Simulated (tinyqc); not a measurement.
# Capacitance measurement on a leaky thin oxide: effects of series resistance and leakage: two studies

The device is a capacitance C in parallel with a leakage conductance G, in series with Rs and Ls. An impedance meter reports either a parallel pair (Cp, Gp) from Y = 1/Z = Gp + i w Cp or a series pair (Cs, Rm) from Z = Rm + 1/(i w Cs); w = 2 pi f, dissipation D = Gp/(w |Cp|).

Inputs (values chosen for the exercise); values of the order met in thin-oxide MOS capacitors:
```
symbol  value    unit                                                                 meaning
eox       8.8          relative permittivity of the gate insulator (close to aluminium oxide)
tox       7.2      nm                                                     insulator thickness
A        2500    um^2                                                               gate area
zc       0.57      nm              oxide-equivalent thickness added by the accumulation layer
zp          0      nm                      oxide-equivalent thickness added by gate depletion
Jg       0.39  A/cm^2              gate leakage current density, not matched to the thickness
Vs        0.4       V                               voltage for an e-fold rise of the leakage
Rs         28     ohm                                                       series resistance
Ls          0      nH                                                       series inductance
f         1e6      Hz                                                     measuring frequency
```

Constants: eps0 = 8.8541878128e-14 F/cm where lengths are in cm. Results are converted to the units shown.

Each table varies one quantity; the others keep the values above.

## Readings against frequency

EOT = 3.9 tox/eox; CET = EOT + zc + zp; C = 3.9 eps0 A/CET; G = Jg A/Vs. Z = Rs + i w Ls + 1/(G + i w C); CET read from Cp = 3.9 eps0 A/Cp; errors under 0.001 % are printed as 0.

The same in every row: C (pF) = 22.95.

Readings against frequency:

| f (Hz) | Cp (pF) | Cs (pF) | D | error of Cp (%) | error of Cs (%) | CET read from Cp (nm) |
|---|---|---|---|---|---|---|
| 1000 | 22.92 | 6.557e5 | 169.1 | -0.136 | 2.86e6 | 3.766 |
| 3000 | 22.92 | 7.287e4 | 56.37 | -0.136 | 3.17e5 | 3.766 |
| 10000 | 22.92 | 6579 | 16.91 | -0.136 | 2.86e4 | 3.766 |
| 30000 | 22.92 | 751.4 | 5.638 | -0.136 | 3170 | 3.766 |
| 1e5 | 22.92 | 88.52 | 1.692 | -0.136 | 286 | 3.766 |
| 3e5 | 22.92 | 30.24 | 0.5650 | -0.137 | 31.7 | 3.766 |
| 1e6 | 22.92 | 23.61 | 0.1732 | -0.138 | 2.86 | 3.766 |
| 3e6 | 22.92 | 23.03 | 0.06849 | -0.151 | 0.317 | 3.767 |
| 1e7 | 22.89 | 22.96 | 0.05730 | -0.299 | 0.0286 | 3.772 |
| 3e7 | 22.59 | 22.95 | 0.1268 | -1.58 | 3.17e-3 | 3.821 |

D goes from 169 through a minimum of 0.0573 (at f = 1e7 Hz among the rows listed) to 0.127; without inductance its minimum lies at f = sqrt(G (1 + G Rs)/Rs)/(2 pi C) = 6.47e6 Hz. The error of Cp goes from -0.136 to -1.58 % and that of Cs from 2.86e6 to 0.00317 %; at low frequency Cp tends to C/(1 + G Rs)^2 and Cs grows as 1 + (G/(w C))^2. One of the two readings is within 2 % of C for f = 1000, 3000, 10000, 30000, 1e5, 3e5, 1e6, 3e6, 1e7, 3e7 Hz. For f = 1000, 3000, 10000, 30000, 1e5 D exceeds 1, where the accuracy of real meters degrades in proportion to sqrt(1 + D^2).

## Effect of the gate leakage current density, not matched to the thickness

Same model as above.

The same in every row: C (pF) = 22.95.

Effect of the gate leakage current density, not matched to the thickness:

| Jg (A/cm^2) | Cp (pF) | Cs (pF) | D | error of Cp (%) | error of Cs (%) | CET read from Cp (nm) |
|---|---|---|---|---|---|---|
| 1e-5 | 22.95 | 22.95 | 0.004043 | -1.63e-3 | 0 | 3.761 |
| 0.0001 | 22.95 | 22.95 | 0.004082 | -1.67e-3 | 0 | 3.761 |
| 0.001 | 22.95 | 22.95 | 0.004472 | -1.98e-3 | 0 | 3.761 |
| 0.02 | 22.95 | 22.96 | 0.01271 | -8.63e-3 | 7.51e-3 | 3.761 |
| 0.2 | 22.94 | 23.13 | 0.09074 | -0.0716 | 0.751 | 3.764 |
| 2 | 22.79 | 40.20 | 0.8738 | -0.698 | 75.1 | 3.787 |
| 30 | 20.72 | 3903 | 13.69 | -9.73 | 1.69e4 | 4.166 |
| 300 | 9.870 | 3.880e5 | 198.3 | -57.0 | 1.69e6 | 8.747 |

As Jg goes from 1e-5 to 300, the error of Cp goes from -0.00163 to -57.0 %, that of Cs from 0 to 1.69e6 %, and D rises from 0.00404 to 198. The CET read from Cp goes from 3.76 to 8.75 nm against the true 3.76 nm. For Jg = 30, 300 D exceeds 1, where the accuracy of real meters degrades in proportion to sqrt(1 + D^2).

Computed by the program tinyqc: `OMP_NUM_THREADS=1 python tinyqc.py 2022090 2022091 out.jsonl`, one thread of a shared Intel Xeon 2.30GHz, about 0.01 s for the whole run.
